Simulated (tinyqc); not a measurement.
The integration grid: Kohn-Sham PBE on finer and finer grids in the 3-21g basis, for H2, spin multiplicity 1. Computed by the program tinyqc with PySCF. Self-consistent on each grid; the net force on the molecule should vanish.

Geometry (angstrom):

| atom | x | y | z |
|---|---|---|---|
| H | 0.0000 | 0.0000 | 0.0000 |
| H | 0.0000 | 0.0000 | 0.7600 |

Kohn-Sham energy on Becke grids (radial x angular points per atom):

| grid | points | residual of the electron count | E (hartree) | E - finest (mhartree) | largest net force without grid terms (hartree/bohr) |
|---|---|---|---|---|---|
| 10 x 14 | 272 | 5.74e-03 | -1.161225 | -3.908289 | 1.11e-16 |
| 15 x 26 | 768 | -3.82e-03 | -1.157666 | -0.349775 | 6.73e-18 |
| 20 x 50 | 1984 | 1.32e-04 | -1.157379 | -0.062374 | 1.11e-18 |
| 30 x 86 | 5137 | 2.75e-05 | -1.157331 | -0.014271 | 5.55e-17 |
| 50 x 194 | 19362 | -5.58e-08 | -1.157316 | 0.000000 | 4.56e-17 |
| 75 x 302 | 45240 | 5.43e-10 | -1.157316 | 0.000000 | 3.14e-17 |
| 120 x 590 | 141339 | -1.79e-12 | -1.157316 | 0.000000 | 1.11e-16 |

What does the comparison show, and why?

The energy is within 0.1 mhartree of the finest grid first at 20 x 50. The error has one sign here, though quadrature is not variational. The net force vanishes by symmetry here, so only the electron count signals a poor grid.
